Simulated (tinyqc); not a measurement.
# Germanium share from the critical thickness

Question. Critical thickness (Matthews-Blakeslee, 60-degree dislocations): h = bv (1 - nu/4)[ln(h/bv) + 1]/(4 pi e_par (1 + nu)), nu = c12/(c11 + c12). e_par = b1 x. Find e_par and x.

Parameters, values chosen for the exercise: lattice mismatch per unit x b1 = 0.0418; elastic constant c11 = 168 GPa; elastic constant c12 = 64 GPa; Burgers vector bv = 0.384 nm.

critical thickness = 13.517804 nm

Solution. For given h the relation is explicit in the strain.

e_par = 0.752 %
x = 0.180

Numbers from tinyqc (`OMP_NUM_THREADS=1 python tinyqc.py 2530113 2530114 out.jsonl`; about 0.01 s on one thread of a shared Intel Xeon 2.30GHz).
